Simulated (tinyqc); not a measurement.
Schottky diode by thermionic emission with image-force lowering and series resistance: effect of the doping on the lowering.

Metal on an n-type semiconductor with one parabolic valley; V > 0 is forward bias (metal positive). I = I0 [exp(Vj/(n Vt)) - 1] with Vj = V - I Rs; I0 = S A* T^2 exp(-(phi - dphi)/Vt), the lowering dphi taken at zero bias.

A* = 4 pi q me m0 kB^2/h^3 (times 1e-4 for A/(cm^2 K^2)); Nc = 2 (2 pi me m0 kB T/h^2)^1.5 (times 1e-6 for cm^-3); xi = Vt ln(Nc/Nd), Vbi = phi - xi; surface field Em = sqrt(2 q Nd (Vbi - V - Vt)/(eps0 eps_r)); dphi = sqrt(q Em/(4 pi eps0 eps_r)). Here V = 0 in Em.

Values chosen for this exercise; band and dielectric values close to those of cadmium telluride: temperature T = 350 K; electron mass me = 0.0999 m0; relative permittivity eps_r = 10; barrier height seen from the metal phi = 0.75 eV; area S = 0.005 cm^2.

Constants: q = 1.602176634e-19 C, kB = 1.380649e-23 J/K, h = 6.62607015e-34 J s, m0 = 9.1093837015e-31 kg, Vt = kB T/q, eps0 = 8.8541878128e-14 F/cm where lengths are in cm. Results are converted to the units shown.

Results:

| Nd (cm^-3) | Vbi (V) | Em (kV/cm) | dphi (meV) | I0 (A) |
|---|---|---|---|---|
| 8.8e13 | 0.4684 | 3.736 | 7.335 | 1.488e-7 |
| 3.1e14 | 0.5064 | 7.309 | 10.26 | 1.639e-7 |
| 4e15 | 0.5835 | 28.30 | 20.19 | 2.278e-7 |
| 1.4e16 | 0.6213 | 54.73 | 28.07 | 2.959e-7 |
| 5e16 | 0.6597 | 106.7 | 39.20 | 4.280e-7 |
| 1.8e17 | 0.6983 | 208.6 | 54.81 | 7.181e-7 |

Estimate the missing row, Nd = 1.1e15 cm^-3.

Computed row:

| Nd (cm^-3) | Vbi (V) | Em (kV/cm) | dphi (meV) | I0 (A) |
|---|---|---|---|---|
| 1.1e15 | 0.5446 | 14.31 | 14.35 | 1.878e-7 |

With this row back in the table: dphi rises from 7.33 to 54.8 meV, as Nd^(0.26) (1/4 at fixed Vbi), and I0 grows by a factor of 4.83. Emission limits the current only if the drift velocity at the surface is well above A* T^2/(q Nc) = 9.19e6 cm/s; with a mobility of 986 cm^2/(V s) it is less than three times that in 3 of the rows, where I0 is overstated.

Program tinyqc, `OMP_NUM_THREADS=1 python tinyqc.py 2640152 2640153 out.jsonl`; Intel Xeon 2.30GHz, shared host, one thread, about 0.01 s.
